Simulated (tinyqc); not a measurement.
Inside a calculation. Model: circular transfer-length structure.

Program tinyqc, `OMP_NUM_THREADS=1 python tinyqc.py 2760111 2760112 out.jsonl`; Intel Xeon 2.30GHz, shared host, one thread, about 0.01 s. Printed values are rounded.

A disc contact of radius r0 and a very wide ring contact from r1 = r0 + sp outwards lie on a thin layer; the metal has no resistance and the sheet resistance under the contacts equals Rsh.

Inputs (values chosen for the exercise): sheet resistance of the semiconductor layer Rsh = 71 ohm/sq; specific contact resistivity rc = 5.6e-6 ohm cm^2; radius of the inner contact r0 = 65 um; gap between the contacts sp = 70 um.

## The three parts of the resistance

Transfer length Lt = sqrt(rc/Rsh). R = (Rsh/2 pi) [(Lt/r0) I0(r0/Lt)/I1(r0/Lt) + ln(r1/r0) + (Lt/r1) K0(r1/Lt)/K1(r1/Lt)] with modified Bessel functions; for r0 >> Lt both ratios tend to 1.

Lt = 2.80844 um
I0/I1 = 1.02234
K0/K1 = 0.989757
inner contact = 0.499141 ohm
gap = 8.25903 ohm
outer contact = 0.232669 ohm
R = 8.99084 ohm

The contacts make up 8.14 % of R.

## The large-radius form

Transfer length Lt = sqrt(rc/Rsh). R = (Rsh/2 pi) [(Lt/r0) I0(r0/Lt)/I1(r0/Lt) + ln(r1/r0) + (Lt/r1) K0(r1/Lt)/K1(r1/Lt)] with modified Bessel functions; for r0 >> Lt both ratios tend to 1. Large radius: R = (Rsh/2 pi) [Lt (1/r0 + 1/r1) + ln(r1/r0)], and linearised for sp << r0: Rsh (sp + 2 Lt)/(2 pi r0).

large-radius R = 8.98234 ohm
linearised R = 13.1457 ohm

Against the Bessel form the first is 0.095 % below it and the second 46 % above it.
